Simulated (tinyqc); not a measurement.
Forward curve with series resistance: current of a Schottky diode by thermionic-emission-diffusion theory, and its read-back from I-V-T and C-V data. Computed by tinyqc, a small Python program. Command: `OMP_NUM_THREADS=1 python tinyqc.py 3011010 3011011 out.jsonl schottky walk`. One thread of a shared host (Intel(R) Xeon(R) Processor @ 2.30GHz), about 0.01 s of CPU time with the checks.

Full ionisation, no tunnelling, no recombination current. V is the voltage across the junction itself, forward positive.

Inputs (values chosen for the exercise, modelled on n-type GaN):
```
quantity                                     value           unit
Richardson constant A*                        25.9   A/(cm^2 K^2)
effective density of states at 300 K, N_c  2.3e+18         1/cm^3
permittivity eps                               9.7              -
mobility mu                                    990     cm^2/(V s)
barrier without image force phi_0 (mean)      1.02             eV
doping N                                   8.4e+15         1/cm^3
series resistance R_s                          3.1  milliohm cm^2
junction voltage V                            0.29              V
temperature T                                  300              K
standard deviation sigma                        65            meV
relative change of sigma^2 with bias, rho     0.32            1/V
```

Barrier: Gaussian spread of heights.

Constants: k_B = 8.617333262e-05 eV/K; e = 1.602176634e-19 C; eps_0 = 8.8541878128e-12 F/m.

Method:
- N_c(T) = N_c (T/300 K)^(3/2); V_bi = phi_0 - (k_B T/e) ln(N_c(T)/N); surface field F = sqrt(2 e N (V_bi - V - k_B T/e)/(eps eps_0)); image lowering d_phi = sqrt(e F/(4 pi eps eps_0)); effective barrier phi = phi_0 - d_phi - sigma^2 (1 - rho V)/(2 k_B T).
- Collection velocity v_R = A* T^2/(e N_c(T)); diffusion velocity v_D = mu F; J = e N_c(T) v_R/(1 + v_R/v_D) exp(-phi/k_B T) [exp(e V/k_B T) - 1].
- Terminal voltage V + J R_s; apparent ideality from neighbouring rows, (e/k_B T) dV_terminal/d ln J.

built-in voltage V_bi = 0.874907 V

Forward curve; the last column belongs to the interval up to the next row:
```
V (V)  J (A/cm^2)  terminal voltage (V)  apparent n
0.206  2.2436e-06                0.2060       1.041
0.286  4.3855e-05                0.2860       1.043
0.366  8.5214e-04                0.3660       1.046
0.446  1.6431e-02                0.4461       1.062
0.526  3.1335e-01                0.5270       1.283
0.606  5.8722e+00                0.6242       5.233
0.686  1.0657e+02                1.0164      72.538
0.766  1.7860e+03                6.3026           -
```

What follows from these numbers?

The resistance takes over where J R_s exceeds k_B T/e, at J = 8.34 A/cm^2; the apparent ideality climbs from 1.04 to 72.5, so barrier and n must be read below that current. Rows where the resistance drops more than 1 V are formal, since self-heating is left out.
